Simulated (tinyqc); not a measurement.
## Ferroelectric with a first-order transition, Landau-Devonshire energy: polarisation and permittivity against temperature

One domain with free energy u = al P^2 + be P^4 + ga P^6 - E P, al = a0 (T - T0), be < 0 < ga (P in uC/cm^2, E in kV/cm, u in mJ/cm^3). Equilibrium: E = 2 al P + 4 be P^3 + 6 ga P^5; a state is stable against small changes where dE/dP > 0. The coercive field is that of uniform switching, which real films, switching by domains, do not reach.

Ps^2 = [-be + sqrt(be^2 - 3 al ga)]/(3 ga); Pc^2 = [-3 be + sqrt(9 be^2 - 15 al ga)]/(15 ga), Ec = -E(Pc); susceptibility chi = 1/(eps0 dE/dP). TC = T0 + be^2/(4 a0 ga), where u(Ps) = u(0); T1 = T0 + be^2/(3 a0 ga), where the polar minimum disappears. For the non-polar state chi0 = 1/(2 eps0 al).

Inputs (values chosen for the exercise): slope of the quadratic coefficient a0 = 0.012 kV cm/(uC K); Curie-Weiss temperature T0 = 600 K; quartic coefficient be = -0.0011 kV cm^5/uC^3; sixth-order coefficient ga = 1.7e-6 kV cm^9/uC^5.

Constants: eps0 = 8.8541878128e-14 F/cm where lengths are in cm. Results are converted to the units shown.

Polarisation and permittivity against temperature:

| T (K) | Ps (uC/cm^2) | u(Ps) (mJ/cm^3) | Ec (kV/cm) | chi at Ps | chi0 |
|---|---|---|---|---|---|
| 400 | 30.57 | -1816 | 100.1 | 411.8 | unstable |
| 480 | 28.09 | -985.9 | 60.16 | 611.7 | unstable |
| 540 | 25.47 | -465.9 | 32.40 | 984.6 | unstable |
| 575 | 23.24 | -215.1 | 17.36 | 1579 | unstable |
| 592 | 21.71 | -111.6 | 10.46 | 2298 | unstable |
| 604 | 20.21 | -48.07 | 5.795 | 3519 | 1.176e5 |
| 609.9 | 19.19 | -20.53 | 3.577 | 4935 | 47530 |
| 613.8 | 18.28 | -4.060 | 2.142 | 6988 | 34100 |
| 617.8 | 16.85 | 10.88 | 0.6990 | 1.432e4 | 26440 |
| 619.4 | 15.66 | 16.01 | 0.1310 | 3.819e4 | 24260 |

Ps falls from 30.6 to 15.7 uC/cm^2 without reaching zero, Ec falls from 100 to 0.131 kV/cm and chi rises from 412 to 38200. u(Ps) turns positive at TC = 614.8 K: the 2 row(s) above it are metastable, up to T1 = 619.8 K. Between T0 = 600 K and TC the non-polar state is the metastable one.

Numbers from tinyqc (`OMP_NUM_THREADS=1 python tinyqc.py 2860146 2860147 out.jsonl`; about 0.01 s on one thread of a shared Intel Xeon 2.30GHz).
